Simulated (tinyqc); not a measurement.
Coverage along the feature as the dose grows: atomic layer deposition: Langmuir saturation, growth per cycle and coating of deep features. Computed by tinyqc, a small Python program. Command: `OMP_NUM_THREADS=1 python tinyqc.py 3027710 3027711 out.jsonl ald walk`. One thread of a shared host (Intel(R) Xeon(R) Processor @ 2.30GHz), about 0.04 s of CPU time with the checks.

Precursor A sticks only on free sites, so a long enough pulse saturates; co-reactant B then frees the sites again.

Inputs (values chosen for the exercise, modelled on silicon dioxide from an aminosilane and ozone):
```
quantity,value,unit
precursor mass M,174,u
site density q,2.7,1/nm^2
sticking probability beta on free sites,0.072,-
precursor pressure p,0.88,Pa
temperature T,150,C
pulse time t,0.063,s
desorption energy E_d,1.41,eV
aspect ratio a,60,-
```

Feature: long trench.

Constants: u = 1.6605390666e-27 kg; k_B = 1.380649e-23 J/K; k_B = 8.617333262e-05 eV/K.

Method:
- Wall flux F = p/sqrt(2 pi M k_B T); rate of filling k_a = beta F/q; desorption k_d = 1e13 exp(-E_d/(k_B T)) per second. 1/m^2 = 1e-18/nm^2.
- Temperatures in kelvin are T(C) + 273.15.
- Diffusion-limited filling (Gordon) of a long trench of width w, hydraulic diameter 2w, so that a is replaced by a/2 in the hole formula: t = (q/F)(1 + 19a/8 + 3a^2/8). Reaction-limited filling needs ln(100)/k_a at any depth, k_a = beta F/q. Flow is molecular. The front picture holds when the modulus (a/2) sqrt(beta) is well above 1.
- Depth reached by the given pulse: solve the same formula for a. Exposure = p x diffusion-limited time; 1 langmuir = 1.33322e-4 Pa s.
- Continuum model with steady gas transport: d2n/dz2 = 3 beta (1 - th) n/d_h^2 (d_h the hydraulic diameter, n = 1 at the mouth, no flux at the floor, 60 cells), d th/dt = beta F n (1 - th)/q; no desorption. Times are multiples of the larger of the Gordon time and ln(100)/k_a.

diffusion-limited time = 0.471915 s

time to 99 % without desorption, ln(100)/k_a = 0.0202103 s

flux F = 8544.86 1/(nm^2 s)

modulus = 8.04984

Coverage:
```
multiple,t (s),top cell,quarter depth,half depth,three quarters,floor cell
0.05,0.02360,0.993,0.308,0.012,0.000,0.000
0.10,0.04719,1.000,0.738,0.050,0.002,0.000
0.20,0.09438,1.000,0.995,0.299,0.012,0.001
0.40,0.18877,1.000,1.000,0.966,0.163,0.011
0.60,0.28315,1.000,1.000,1.000,0.705,0.090
0.80,0.37753,1.000,1.000,1.000,0.988,0.464
1.00,0.47192,1.000,1.000,1.000,1.000,1.000
1.30,0.61349,1.000,1.000,1.000,1.000,1.000
```

What does the comparison show, and why?

At a multiple of 0.2 the coverage is 1.00 at the top and 0.00 at the floor. The walls fill from the top down behind a front whose depth grows as sqrt(t), since the modulus is well above 1. In the last row the floor reaches 1.000. Caution: for a long trench the a/2 rule ignores the ln(a)/a transmission of a slit, so times at large a are too long.
